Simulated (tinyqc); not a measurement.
Comparisons within one model: band gaps under pressure and temperature from deformation potentials. A value that a table varies takes the place of the one given here.

Murnaghan: V/V0 = (1 + Bp P/B0)^(-1/Bp), B0 = (C11 + 2 C12)/3. Each gap moves by a ln(V/V0) with its volume potential a, and falls with temperature by aV T^2/(T + bV) (Varshni); the two effects are added. No change of phase is considered.

Constants: hc = 1239.841984 eV nm.

Parameters, chosen for this exercise (near those of GaP, the X and L potentials typical of such crystals; not measured data): Eg = 2.83 eV (gap at Gamma to the s-like level at 0 K, 0 GPa); EgX = 2.326 eV (gap to X at 0 K, 0 GPa); EgL = 2.669 eV (gap to L at 0 K, 0 GPa); C11 = 138.4 GPa; C12 = 62.1 GPa; Bp = 4.22 (pressure derivative of the bulk modulus); aG = -9.83 eV (volume potential of the Gamma gap); aX = 2.17 eV (volume potential of the X gap); aL = -2.72 eV (volume potential of the L gap); aV = (0.572, 0.602, 0.597) meV/K (Varshni alpha of Gamma, X, L); bV = (370, 354, 377) K (Varshni beta of Gamma, X, L); T = 300 K (temperature); P = 4.4 GPa (pressure).

## Gaps against pressure

The last column is the linear form E0 + c1 P for Gamma, c1 = -aG/B0.

Gaps (eV):

| P (GPa) | ln(V/V0) | Gamma | X | L | lowest | Gamma, linear |
|---|---|---|---|---|---|---|
| 0.00 | 0.0000 | 2.753 | 2.243 | 2.590 | X | 2.753 |
| 1.50 | -0.0165 | 2.916 | 2.207 | 2.635 | X | 2.922 |
| 3.00 | -0.0320 | 3.068 | 2.174 | 2.677 | X | 3.090 |
| 4.50 | -0.0465 | 3.211 | 2.142 | 2.716 | X | 3.259 |
| 6.00 | -0.0602 | 3.345 | 2.113 | 2.753 | X | 3.427 |
| 7.50 | -0.0731 | 3.472 | 2.084 | 2.789 | X | 3.595 |
| 9.00 | -0.0854 | 3.593 | 2.058 | 2.822 | X | 3.764 |
| 10.50 | -0.0971 | 3.707 | 2.033 | 2.854 | X | 3.932 |
| 12.00 | -0.1082 | 3.817 | 2.008 | 2.884 | X | 4.101 |

Over 12 GPa Gamma moves by +1.063, L by +0.294 and X by -0.235 eV. X stays lowest. The linear form overshoots by 284 meV at the end, because the crystal stiffens; the gap is linear in ln V, not in P.

## Gaps against temperature

At the pressure P; wavelength hc/E of the lowest gap.

Gaps (eV):

| T (K) | Gamma | X | L | lowest | wavelength (nm) |
|---|---|---|---|---|---|
| 0 | 3.2781 | 2.2271 | 2.7930 | X | 556.7 |
| 50 | 3.2747 | 2.2234 | 2.7895 | X | 557.6 |
| 100 | 3.2659 | 2.2138 | 2.7805 | X | 560.0 |
| 200 | 3.2380 | 2.1836 | 2.7516 | X | 567.8 |
| 300 | 3.2013 | 2.1442 | 2.7136 | X | 578.2 |
| 400 | 3.1593 | 2.0993 | 2.6701 | X | 590.6 |
| 500 | 3.1137 | 2.0508 | 2.6228 | X | 604.6 |
| 600 | 3.0658 | 1.9999 | 2.5730 | X | 619.9 |

From 0 to 100 K the Gamma gap falls by 12.2 meV, from 500 to 600 K by 47.9 meV: quadratic below bV, linear with a slope tending to aV = 0.572 meV/K above. X stays lowest. A pressure of 0.68 GPa, with the slope -aG/B0 at zero pressure, would undo the fall of the Gamma gap from 0 to 300 K.

## What each parameter does

Gaps at P and T. Each row changes one parameter from the base and keeps the others.

Results:

| case | Gamma (eV) | X (eV) | L (eV) |
|---|---|---|---|
| base | 3.2013 | 2.1442 | 2.7136 |
| T = 350 K | 3.1808 | 2.1223 | 2.6924 |
| C11 = 152.24 GPa | 3.1808 | 2.1488 | 2.7080 |
| C12 = 68.31 GPa | 3.1828 | 2.1483 | 2.7085 |
| Bp = 3.798 | 3.2054 | 2.1433 | 2.7148 |
| aG = -10.813 eV | 3.2461 | 2.1442 | 2.7136 |
| aX = 2.387 eV | 3.2013 | 2.1343 | 2.7136 |
| aL = -2.992 eV | 3.2013 | 2.1442 | 2.7260 |
| P = 3.96 GPa | 3.1602 | 2.1533 | 2.7023 |

The largest shifts from the base row, up to three for each result and ties (the steps differ in size, so this ranks the rows, not the parameters). Gamma (eV): aG +0.0448, P -0.0411, C11 -0.0205, T -0.0205; unchanged at the printed digits by aX and aL. X (eV): T -0.0219, aX -0.0099, P +0.0091; unchanged at the printed digits by aG and aL. L (eV): T -0.0212, aL +0.0124, P -0.0114; unchanged at the printed digits by aG and aX.

tinyqc: `OMP_NUM_THREADS=1 python tinyqc.py 1081573 1081574 out.jsonl`; about 0.01 s, one thread, shared Intel(R) Xeon(R) Processor @ 2.30GHz.
